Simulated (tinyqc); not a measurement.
# Bandgap voltage reference from two bipolar transistors: output against temperature

Two transistors of area 1 and N carry the same current I. Is(T) = Is (T/T0)^eta exp[(Vg0 q/kB)(1/T0 - 1/T)], VBE1 = Vt ln(I/Is(T)) + I rb, VBE2 = Vt ln(I/(N Is(T))) + I rb/N. The amplifier forces I R1(T) = VBE1 - VBE2 + Vos, with R(T) = R (1 + tc (T - T0)) for both resistors, and the output is Vref = VBE1 + I R2(T). Base currents and the Early effect are neglected.

Vt = kB T/q; I = (Vt ln N + Vos)/(R1(T) - rb (1 - 1/N)).

Inputs (values chosen for the exercise); values of the order met in silicon bipolar transistors: reference temperature T0 = 323 K; band-gap voltage extrapolated to 0 K Vg0 = 1.188 V; temperature exponent of the saturation current eta = 4.4; saturation current of the unit transistor at T0 Is = 1.1e-16 A; area ratio of the second transistor N = 4; resistor across which the difference of VBE falls, at T0 R1 = 2.8 kohm; temperature coefficient of both resistors tc = 0 ppm/K; offset of the amplifier Vos = 0 mV; series resistance of the unit transistor rb = 120 ohm; output resistor at T0 R2 = 41.14 kohm.

Constants: q = 1.602176634e-19 C, kB = 1.380649e-23 J/K. Results are converted to the units shown.

Results:
```
T (K),I (uA),VBE1 (V),I R2 (V),Vref (V),Vref - Vref(T0) (mV),dVref/dT (uV/K)
218,9.610,0.8931,0.3953,1.288,-11.18,167.9
233,10.27,0.8683,0.4226,1.291,-8.813,148.4
253,11.15,0.8347,0.4588,1.294,-6.090,124.2
273,12.03,0.8007,0.4951,1.296,-3.831,102.0
298,13.14,0.7576,0.5404,1.298,-1.608,76.28
323,14.24,0.7139,0.5858,1.300,0,52.68
348,15.34,0.6696,0.6311,1.301,1.041,30.84
398,17.54,0.5794,0.7218,1.301,1.577,-8.497
423,18.65,0.5337,0.7671,1.301,1.139,-26.35
```

Estimate the missing row, T = 373 K.

Computed row:
```
T (K),I (uA),VBE1 (V),I R2 (V),Vref (V),Vref - Vref(T0) (mV),dVref/dT (uV/K)
373,16.44,0.6248,0.6764,1.301,1.554,10.51
```

With this row back in the table: VBE1 falls by 1.75 mV/K on average and I R2 rises by 1.81 mV/K. The slope of Vref vanishes at T = 387 K. Between 233 and 398 K Vref spans 10.4 mV, or 48.7 ppm/K by the box method (span over the average over T, over 165 K).

Program tinyqc, `OMP_NUM_THREADS=1 python tinyqc.py 2062066 2062067 out.jsonl`; Intel Xeon 2.30GHz, shared host, one thread, about 0.02 s.
